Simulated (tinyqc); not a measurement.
Raising the sheet density: inversion layer as a triangular well, valleys of the Si type.

Six ellipsoidal valleys with their long axes along the cube axes, mass ml along the axis and mt across it. For a valley whose axis makes the angle theta with the surface normal, 1/m_z = cos^2(theta)/ml + sin^2(theta)/mt sets the confinement; in the plane the masses are m_1 = mt and m_2 = ml mt/m_z, and m_d = sqrt(m_1 m_2).

The field is taken as constant, e F = 4 pi (e^2/4 pi eps0)(Nd + eta Ns)/eps, with 1e12/cm^2 = 1e-4/angstrom^2, and the oxide as a hard wall at z = 0; c = hbar^2/2m0.

Level j of a valley lies at E_j = a_j (c (e F)^2/m_z)^(1/3) above the band edge at the surface, with the Airy zeros a_j = 2.338107, 4.087949, 5.520560, 6.786708, 7.944134, 9.022651, 10.040174, 11.008524, 11.936016, 12.828777, and has <z> = 2 E_j/(3 e F).

Subband i holds n_i = g m_d/(2 pi c) kB T ln(1 + exp((EF - E_i)/kB T)) (spin included), and EF is fixed by sum n_i = Ns over the levels listed or, where none are listed, over j = 0 to 9 of each group; 1e12/cm^2 = 1e-4/angstrom^2.

Constants: hbar^2/2m0 = 3.80998211 eV angstrom^2; e^2/(4 pi eps0) = 14.39964547 eV angstrom; kB = 8.617333262e-05 eV/K.

Values chosen for the exercise (near those of Si; shifted at random, so the results belong to these values and not to a real crystal):
- ml = 0.91 m0 (longitudinal mass)
- mt = 0.193 m0 (transverse mass)
- eps = 11.6 (dielectric constant)
- Nd = 0.75 x 1e12/cm^2 (depletion charge)
- eta = 0.75 (share of Ns in the effective field)
- face = 100 (surface)
- T = 300 K (temperature)
- Nss = (0.8, 1.5, 2.5, 4, 6, 9, 13) x 1e12/cm^2 (sheet densities)

Valleys (masses in m0):

| valleys g | cos^2(theta) | m_z | m_1 | m_2 | m_d |
|---|---|---|---|---|---|
| 2 | 1.00000 | 0.91000 | 0.19300 | 0.19300 | 0.19300 |
| 4 | 0.00000 | 0.19300 | 0.19300 | 0.91000 | 0.41908 |

The field, the ladders and EF anew for each Ns.

Results:

| Ns (1e12/cm^2) | F (MV/cm) | lowest E (eV) | next - lowest (meV) | EF - lowest (meV) | share of lowest (%) | <z> (angstrom) |
|---|---|---|---|---|---|---|
| 0.8 | 0.211 | 0.0619 | 41.9 | -61.5 | 46.1 | 27.9 |
| 1.5 | 0.292 | 0.0771 | 52.2 | -38.8 | 55.9 | 23.3 |
| 2.5 | 0.409 | 0.0965 | 65.3 | -18.5 | 66.4 | 19.5 |
| 4.0 | 0.585 | 0.1223 | 82.8 | 2.3 | 76.9 | 16.2 |
| 6.0 | 0.819 | 0.1531 | 103.6 | 22.7 | 85.1 | 13.7 |
| 9.0 | 1.170 | 0.1942 | 131.5 | 47.1 | 91.4 | 11.7 |
| 13.0 | 1.638 | 0.2430 | 164.5 | 75.3 | 95.1 | 10.2 |

Levels scale as F^(2/3): the field grows by 7.78 and the lowest level by 3.93. The layer thins from 27.9 to 10.2 angstrom. EF passes the lowest edge between 2.5 and 4 e12/cm^2. The share of the lowest subband rises throughout: the spacing grows faster than the band fills.

Run: tinyqc, `OMP_NUM_THREADS=1 python tinyqc.py 1280611 1280612 out.jsonl`; Intel(R) Xeon(R) Processor @ 2.30GHz, one thread, shared host; about 0.03 s of CPU time with all checks.
